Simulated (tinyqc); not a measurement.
Worked calculation: Hartree-Fock atom on a uniform radial grid, spin-unpolarised, for He. Computed by tinyqc, a small Python program that keeps every step. Settings: Z = 2, points = 192, R = 9.4, functional = hf2, mixing = 1.0, iteration cap = 51. Command: `OMP_NUM_THREADS=1 python tinyqc.py 26475 26476 out.jsonl` (the two numbers bound the seeds that draw the settings). One thread of a shared host (Intel(R) Xeon(R) Processor @ 2.60GHz), about 0.08 s of CPU time with the checks. Later iterations appear only in the table of the cycle.

## Iteration 1

Spherical atom on a uniform radial grid r_j = j h with h = R/(N + 1), h sum u^2 = 1 and integrals as h times sums, u(0) = u(R) = 0 (atomic units):
```
parameter           value
Z                       2
points N              192
R                9.400000
h                0.048705
mixing           1.000000
electrons in 1s         2
```

Three-point differences turn -u''/2 + [l(l+1)/2r^2 - Z/r + V] u = e u into a tridiagonal matrix (diagonal 1/h^2 + potential, off-diagonal -1/2h^2). D = sum f u^2; the Hartree potential y/r solves y'' = -D/r with y(0) = 0, y(R) = N_e; for two electrons in one orbital exchange is -V_H/2 (Hartree-Fock); E = sum f e - int D V + int D (V_H/2 + eps_xc); V(new) = V + mixing (V_H + v_xc - V).

eigenvalues (hartree): 1s -1.995278

Every 12th grid point:
```
r             V in     u(1s)         D       V_H       v_xc
0.584456  0.000000  1.026712  2.108277  2.704669  -1.352335
1.168912  0.000000  0.639185  0.817114  1.657553  -0.828776
1.753368  0.000000  0.298445  0.178139  1.136003  -0.568001
2.337824  0.000000  0.123866  0.030685  0.855070  -0.427535
2.922280  0.000000  0.048196  0.004646  0.684357  -0.342179
3.506736  0.000000  0.018003  0.000648  0.570327  -0.285164
4.091192  0.000000  0.006538  0.000085  0.488855  -0.244427
4.675648  0.000000  0.002326  0.000011  0.427748  -0.213874
5.260104  0.000000  0.000814  1.33e-06  0.380221  -0.190110
5.844560  0.000000  0.000282  1.59e-07  0.342199  -0.171099
6.429016  0.000000  0.000096  1.86e-08  0.311090  -0.155545
7.013472  0.000000  0.000033  2.14e-09  0.285165  -0.142583
7.597927  0.000000  0.000011  2.43e-10  0.263230  -0.131615
8.182383  0.000000  3.66e-06  2.69e-11  0.244428  -0.122214
8.766839  0.000000  1.12e-06         0  0.228132  -0.114066
9.351295  0.000000  6.88e-08         0  0.213874  -0.106937
```

total energy = -2.74174512 hartree

## Iteration 2

As before.

eigenvalues (hartree): 1s -0.817501

Every 12th grid point:
```
r             V in     u(1s)         D       V_H       v_xc
0.584456  1.352335  0.896272  1.606607  2.341758  -1.170879
1.168912  0.828776  0.714663  1.021486  1.565191  -0.782596
1.753368  0.568001  0.457768  0.419104  1.115679  -0.557840
2.337824  0.427535  0.269175  0.144911  0.850809  -0.425404
2.922280  0.342179  0.150989  0.045596  0.683475  -0.341738
3.506736  0.285164  0.082178  0.013507  0.570145  -0.285072
4.091192  0.244427  0.043797  0.003836  0.488817  -0.244408
4.675648  0.213874  0.022983  0.001056  0.427740  -0.213870
5.260104  0.190110  0.011918  0.000284  0.380219  -0.190109
5.844560  0.171099  0.006121  0.000075  0.342198  -0.171099
6.429016  0.155545  0.003119  0.000019  0.311090  -0.155545
7.013472  0.142583  0.001576  4.97e-06  0.285165  -0.142583
7.597927  0.131615  0.000786  1.23e-06  0.263230  -0.131615
8.182383  0.122214  0.000377  2.85e-07  0.244428  -0.122214
8.766839  0.114066  0.000155  4.83e-08  0.228132  -0.114066
9.351295  0.106937  0.000011  2.38e-10  0.213874  -0.106937
```

total energy = -2.84448650 hartree

## Iteration 3

As before.

eigenvalues (hartree): 1s -0.948143

Every 12th grid point:
```
r             V in     u(1s)         D       V_H       v_xc
0.584456  1.170879  0.938791  1.762659  2.456226  -1.228113
1.168912  0.782596  0.698623  0.976148  1.597672  -0.798836
1.753368  0.557840  0.415106  0.344626  1.123792  -0.561896
2.337824  0.425404  0.226922  0.102987  0.852736  -0.426368
2.922280  0.341738  0.118672  0.028166  0.683922  -0.341961
3.506736  0.285072  0.060350  0.007284  0.570247  -0.285123
4.091192  0.244408  0.030101  0.001812  0.488840  -0.244420
4.675648  0.213870  0.014801  0.000438  0.427745  -0.213873
5.260104  0.190109  0.007198  0.000104  0.380220  -0.190110
5.844560  0.171099  0.003470  0.000024  0.342198  -0.171099
6.429016  0.155545  0.001661  0.000006  0.311090  -0.155545
7.013472  0.142583  0.000789  1.25e-06  0.285165  -0.142583
7.597927  0.131615  0.000371  2.75e-07  0.263230  -0.131615
8.182383  0.122214  0.000169  5.71e-08  0.244428  -0.122214
8.766839  0.114066  0.000067  8.95e-09  0.228132  -0.114066
9.351295  0.106937  4.61e-06  4.26e-11  0.213874  -0.106937
```

total energy = -2.85300868 hartree

## Convergence

Stop when input and output potentials agree to 1e-7.

Course of the cycle (hartree):
```
iteration            E      e(1s)  largest |V(out) - V(in)|
1          -2.74174512  -1.995278                  1.99e+00
2          -2.84448650  -0.817501                  4.05e-01
3          -2.85300868  -0.948143                  1.21e-01
4          -2.85375297  -0.905604                  3.56e-02
5          -2.85381776  -0.917763                  1.05e-02
6          -2.85382341  -0.914140                  3.11e-03
7          -2.85382390  -0.915207                  9.17e-04
8          -2.85382394  -0.914892                  2.71e-04
9          -2.85382395  -0.914985                  7.99e-05
10         -2.85382395  -0.914957                  2.36e-05
11         -2.85382395  -0.914965                  6.97e-06
12         -2.85382395  -0.914963                  2.06e-06
13         -2.85382395  -0.914964                  6.07e-07
14         -2.85382395  -0.914963                  1.79e-07
15         -2.85382395  -0.914963                  5.30e-08
```

Converged in 15 iterations. A uniform grid resolves the cusp poorly: for a bare nucleus this grid gives 1s at -1.99528 against -Z^2/2 = -2 hartree. Before convergence this energy mixes input and output and is not variational, so it may rise towards its limit.
